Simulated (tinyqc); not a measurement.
From results to parameters: minimal-basis H2. Computed by the program tinyqc with PySCF.

Problem. For two electrons in the two orbitals of minimal-basis H2, the CIS energies are e2 - e1 - J12 + 2 K12 and e2 - e1 - J12, and E_corr = D - sqrt(D^2 + K12^2) with 2D the energy of the double excitation. Find J12, K12, D, the MP2 energy and the weight of the double excitation.

orbital gap e2 - e1 = 0.32721174 hartree
CIS singlet and triplet energies (hartree): 0.356784  -0.180707
FCI correlation energy = -0.19354055 hartree

Solution. Half the singlet-triplet splitting is K12, the gap less the triplet energy is J12, D = (E_corr^2 - K12^2)/(2 E_corr), MP2 is -K12^2/(2 gap), and the weight is c^2/(1 + c^2) with c = E_corr/K12.

J12, K12, D (hartree): 0.508  0.269  0.090
MP2 correlation energy = -0.11036 hartree
weight of the double excitation = 0.342
